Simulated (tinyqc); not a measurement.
# One gate, two gates and a surrounding gate

Below threshold the potential that source and drain add obeys Laplace's equation, vanishes on the gates and decays along the channel as exp(-k y). The same ts (depleted depth over a conducting body, body thickness or wire diameter), ti and permittivities in three geometries; k is the smallest positive root of: one gate, f(k) = eps_r sin(k ti) cos(k ts) + ei cos(k ti) sin(k ts); two gates, f(k) = ei cos(k ti) cos(k ts/2) - eps_r sin(k ti) sin(k ts/2); wire, f(k) = ei J0(u)[J1(u) Y0(v) - Y1(u) J0(v)] - eps_r J1(u)[J0(u) Y0(v) - Y0(u) J0(v)], u = k ts/2, v = u + k ti. Parabolic estimates of l: sqrt((eps_r/ei) ts ti); sqrt((eps_r/(2 ei)) ts ti (1 + ei ts/(4 eps_r ti))); sqrt([2 eps_r ts^2 ln(1 + 2 ti/ts) + ei ts^2]/(16 ei)), in the same order.

Inputs (values chosen for the exercise); permittivities: semiconductor close to that of germanium, insulator close to that of silicon dioxide:

| symbol | value | unit | meaning |
|---|---|---|---|
| eps_r | 16.2 |  | relative permittivity of the semiconductor |
| ei | 3.71 |  | relative permittivity of the insulator |
| ti | 1.4 | nm | insulator thickness |
| ts | 22 | nm | depletion depth |

Scale lengths (nm):

|  | Lambda = pi/k | l = 1/k | l(parabolic) |
|---|---|---|---|
| one gate over a conducting body | 27.37 | 8.711 | 11.60 |
| two gates | 33.13 | 10.55 | 11.30 |
| wire | 22.00 | 7.001 | 7.868 |

What do the numbers show?

The wire has the shortest scale length, 0.664 times that of the double gate; the single gate over a conducting body has 0.826 times it, its layer ending directly on a conductor where the double gate has a second insulator. The parabolic estimates are 33 % above, 7.2 % above and 12 % above the exact l, in the order of the rows.

Program tinyqc, `OMP_NUM_THREADS=1 python tinyqc.py 2420072 2420073 out.jsonl`; Intel Xeon 2.30GHz, shared host, one thread, about 0.01 s.
